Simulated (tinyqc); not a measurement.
# Minority carriers and saturation current of a heavily doped emitter: what changes with what

n-type, parabolic bands, full ionisation. eta = (EF - Ec)/kB T solves N = Nc F12(eta), F12(x) = (2/sqrt(pi)) int_0^infinity sqrt(u)/(1 + exp(u - x)) du. The gap shrinks rigidly by dEg = a3 y^(1/3) + a4 y^(1/4) + a2 y^(1/2), y = N/1e18 cm^-3, an empirical law that is here taken as the true narrowing.

Parameters, values chosen for the exercise; band and dielectric values close to those of silicon: temperature T = 250 K; band gap Eg = 1.1 eV; conduction-band density of states at 250 K Nc = 2.1e19 cm^-3; valence-band density of states at 250 K Nv = 1.99e19 cm^-3; coefficient of (N/1e18)^(1/3) a3 = 13 meV; coefficient of (N/1e18)^(1/4) a4 = 12.4 meV; coefficient of (N/1e18)^(1/2) a2 = 3.6 meV; minority-hole mobility mup = 230 cm^2/(V s); Auger coefficient Cn = 1.8e-31 cm^6/s; defect lifetime ts = 0.13 us; emitter width W = 230 nm; recombination velocity at the contact S = 2.7e5 cm/s.

Constants: q = 1.602176634e-19 C, kB = 1.380649e-23 J/K, Vt = kB T/q. Results are converted to the units shown.

Each table varies one quantity; the others keep the values above.

## Effect of the doping

ni = sqrt(Nc Nv) exp(-Eg/(2 Vt)), Eg in volts; degeneracy factor g = F12(eta) exp(-eta); nie^2 = ni^2 exp(dEg/kB T) g, p0 = nie^2/N; apparent narrowing dEg + kB T ln g. 1/tau = Cn N^2 + 1/ts, D = mup Vt, L = sqrt(D tau); J0 = (q p0 D/L)(s + tanh(W/L))/(1 + s tanh(W/L)), s = S L/D; the share recombining inside is 1 - 1/[cosh(W/L)(1 + tanh(W/L)/s)]. The mobility is held fixed.

Effect of the doping:
```
N (cm^-3)  apparent narrowing (meV)  p0 (cm^-3)  L (nm)  J0 (fA/cm^2)  share inside (%)
3.2e17                        20.14      0.2223    8016         4.271            0.1067
6.5e17                        25.06      0.1375    7986         2.642            0.1075
1.3e18                        31.06     0.09084    7872         1.745            0.1107
2.7e18                        38.94     0.06304    7418         1.211            0.1246
5.6e18                        48.66     0.04772    6095        0.9175            0.1845
1.1e19                        59.47     0.04014    4100        0.7730            0.4069
2.3e19                        73.17     0.03626    2194        0.7036             1.408
4.8e19                        87.94     0.03448    1083        0.6911             5.561
9.8e19                        101.1     0.03108   534.2        0.7024             19.79
2e20                          108.6     0.02156   262.2        0.6940             52.51
```

Read the table: what changes, and by how much?

The apparent narrowing rises from 20.1 to 109 meV. p0 goes as N^(-0.68) between the first two rows and N^(-0.51) between the last two (-1 without narrowing or degeneracy), and J0 moves up and down between 0.691 and 4.27 fA/cm^2.

## Approximations to the Fermi level

With u = N/Nc: Boltzmann ln u; Joyce-Dixon ln u + 0.353553 u - 4.95009e-3 u^2 + 1.48386e-4 u^3 - 4.42563e-6 u^4; degenerate limit (3 sqrt(pi) u/4)^(2/3). The Einstein ratio is D/(mu Vt) = F12/Fm, Fm(x) = dF12/dx = (1/sqrt(pi)) int_0^infinity u^(-1/2)/(1 + exp(u - x)) du.

Approximations to the Fermi level:
```
N (cm^-3)      N/Nc       eta  Boltzmann  Joyce-Dixon  degenerate  D/(mu Vt)
1.2e18     0.057143   -2.8420    -2.8622      -2.8420     0.17936     1.0202
2.5e18      0.11905   -2.0862    -2.1282      -2.0862     0.29258     1.0420
5e18        0.23810   -1.3512    -1.4351      -1.3512     0.46443     1.0836
1e19        0.47619  -0.57469   -0.74194     -0.57469     0.73724     1.1662
2.1e19       1.0000   0.34875          0      0.34875      1.2090     1.3441
4.3e19       2.0476    1.4211    0.71668       1.4211      1.9495     1.6860
8.7e19       4.1429    2.8105     1.4214       2.8104      3.1186     2.3218
1.8e20       8.5714    4.8890     2.1484       4.8848      5.0636     3.5086
3.6e20       17.143    7.9329     2.8416       7.8131      8.0380     5.4329
7.4e20       35.238    12.931     3.5621       9.5430      12.995     8.7065
```

Read the table: what changes, and by how much?

Boltzmann is within 0.1 of eta up to N/Nc = 0.24, Joyce-Dixon within 0.01 up to 8.6, and the degenerate limit is off by 0.064 in the last row. The Einstein ratio rises from 1.02 to 8.71: degenerate carriers diffuse faster for the same mobility.

Range of the model: Band tails, non-parabolic bands and incomplete ionisation are left out.

tinyqc, about 0.01 s, one thread, Intel Xeon 2.30GHz (shared host): `OMP_NUM_THREADS=1 python tinyqc.py 2330173 2330174 out.jsonl`
